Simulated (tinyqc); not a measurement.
# An infinitely deep well in a field (quantum-confined Stark shift), Airy functions: effects of single changes

Hard walls at x = -L/2 and +L/2; between them U(x) = -F x (eV, zero at the centre). C = hbar^2/(2 m0), e = (C F^2/m1)^(1/3), z1 = (F L/2 - E)/e at the left wall and z2 = (-F L/2 - E)/e at the right wall. Levels are the roots of D(E) = Ai(z1) Bi(z2) - Ai(z2) Bi(z1).

Inputs (values chosen for the exercise):

| symbol | value | unit | meaning |
|---|---|---|---|
| m1 | 0.084 | m0 | mass |
| L | 6.2 | nm | well width |
| F | 0.036 | V/nm | field |

Constants: q = 1.602176634e-19 C, hbar = 1.054571817e-34 J s, m0 = 9.1093837015e-31 kg, hbar^2/(2 m0) = 0.0380998212 eV nm^2. Results are converted to the units shown.

Each table varies one quantity; the others keep the values above.

## The Stark shift against mass

Exact shifts E_n(F) - E_n(0) from the roots of D; <x> = -dE_1/dF. E_n(0) = C (n pi/L)^2/m1; second-order shift m1 F^2 L^4 (1 - 15/(pi n)^2)/(48 C pi^2 n^2).

Results:

| m1 (m0) | F L/E_1(0) | shift of level 1 (meV) | second order, 1 (meV) | shift of level 2 (meV) | second order, 2 (meV) | <x> of level 1 (nm) |
|---|---|---|---|---|---|---|
| 0.046 | 1.050 | -2.531 | -2.537 | 0.7512 | 0.7565 | 0.1403 |
| 0.057 | 1.301 | -3.133 | -3.144 | 0.9274 | 0.9374 | 0.1735 |
| 0.07 | 1.597 | -3.841 | -3.861 | 1.133 | 1.151 | 0.2124 |
| 0.085 | 1.939 | -4.654 | -4.688 | 1.365 | 1.398 | 0.2567 |
| 0.1 | 2.282 | -5.460 | -5.515 | 1.591 | 1.645 | 0.3003 |
| 0.13 | 2.966 | -7.050 | -7.170 | 2.023 | 2.138 | 0.3853 |
| 0.19 | 4.335 | -10.12 | -10.48 | 2.781 | 3.125 | 0.5441 |

Estimate the missing row, m1 = 0.16 m0.

Computed row:

| m1 (m0) | F L/E_1(0) | shift of level 1 (meV) | second order, 1 (meV) | shift of level 2 (meV) | second order, 2 (meV) | <x> of level 1 (nm) |
|---|---|---|---|---|---|---|
| 0.16 | 3.651 | -8.606 | -8.824 | 2.421 | 2.631 | 0.4667 |

With this row back in the table: The shift of level 1 falls from -2.53 to -10.1 meV, as m1^(0.99) between the first two rows and m1^(0.94) between the last two (second order: power 1). Second order is 0.22 % above it in size in the first row and 3.5 % above it in the last. The shift of level 2 rises from 0.751 to 2.78 meV.

## The Stark shift against well width

Same model as above.

The Stark shift against well width:

| L (nm) | F L/E_1(0) | shift of level 1 (meV) | second order, 1 (meV) | shift of level 2 (meV) | second order, 2 (meV) | <x> of level 1 (nm) |
|---|---|---|---|---|---|---|
| 2.5 | 0.1257 | -0.1225 | -0.1225 | 0.03652 | 0.03652 | 0.006803 |
| 3.5 | 0.3448 | -0.4704 | -0.4705 | 0.1402 | 0.1403 | 0.02613 |
| 4.5 | 0.7328 | -1.284 | -1.286 | 0.3821 | 0.3834 | 0.07127 |
| 5.5 | 1.338 | -2.859 | -2.869 | 0.8458 | 0.8555 | 0.1583 |
| 6.6 | 2.312 | -5.888 | -5.949 | 1.715 | 1.774 | 0.3238 |
| 7.6 | 3.530 | -10.22 | -10.46 | 2.885 | 3.119 | 0.5549 |
| 8.6 | 5.115 | -16.36 | -17.15 | 4.355 | 5.114 | 0.8697 |
| 9.6 | 7.115 | -24.47 | -26.63 | 5.870 | 7.941 | 1.260 |

What does the table show?

The shift of level 1 falls from -0.122 to -24.5 meV, as L^(4.00) between the first two rows and L^(3.66) between the last two (second order: power 4). Second order is within 0.01 % of it in size in the first row and 8.8 % above it in the last. The shift of level 2 rises from 0.0365 to 5.87 meV.

tinyqc, about 0.02 s, one thread, Intel Xeon 2.30GHz (shared host): `OMP_NUM_THREADS=1 python tinyqc.py 2580031 2580032 out.jsonl`
